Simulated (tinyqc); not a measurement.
What each parameter does: thin-body film or fin with hard walls, valleys of the Si type.

Six ellipsoidal valleys with their long axes along the cube axes, mass ml along the axis and mt across it. For a valley whose axis makes the angle theta with the surface normal, 1/m_z = cos^2(theta)/ml + sin^2(theta)/mt sets the confinement; in the plane the masses are m_1 = mt and m_2 = ml mt/m_z, and m_d = sqrt(m_1 m_2).

A film of thickness t between hard walls, flat band inside: E_n = c (n pi/t)^2/m_z above the bulk edge, c = hbar^2/2m0. Without degeneracy the sheet density is N2 exp((EF - Ec)/kB T) with N2 = sum_i g m_d/(2 pi c) kB T exp(-E_i/kB T) over n = 1 to 40 of each group; a classical film has t Nc with Nc = 2 g_all (m_dos kB T/(4 pi c))^(3/2), m_dos = (ml mt^2)^(1/3). The threshold shift is dVt = kB T ln(t Nc/N2).

Constants: hbar^2/2m0 = 3.80998211 eV angstrom^2; kB = 8.617333262e-05 eV/K.

Parameters, chosen for this exercise (near those of Si; not measured data): ml = 0.918 m0 (longitudinal mass); mt = 0.191 m0 (transverse mass); face = 110 (face of the film or side wall of the fin); T = 77 K (temperature); t = 28 angstrom (body thickness); g_all = 6 (number of valleys).

E1 is the lowest level, and the share is that of its group in N2.

Results for these values:
```
case  E1 (eV)  share (%)  dVt (mV)  Nc (1e19/cm^3)
base   0.1517      100.0     143.2           0.358
```

What happens to each result for T = 127 K, all else kept?

Answer: E1 does not change at the printed digits; share does not change at the printed digits; dVt falls from 143.2 to 140.4; Nc rises from 0.358 to 0.759.

The same for each parameter in turn:
```
case             E1 (eV)  share (%)  dVt (mV)  Nc (1e19/cm^3)
base              0.1517      100.0     143.2           0.358
t = 24 angstrom   0.2065      100.0     196.9           0.358
T = 127 K         0.1517      100.0     140.4           0.759
ml = 0.826 m0     0.1546      100.0     146.0           0.340
mt = 0.172 m0     0.1656      100.0     156.8           0.323
```

Program tinyqc; command `OMP_NUM_THREADS=1 python tinyqc.py 1251303 1251304 out.jsonl`; about 0.01 s on one thread of a shared Intel(R) Xeon(R) Processor @ 2.30GHz.
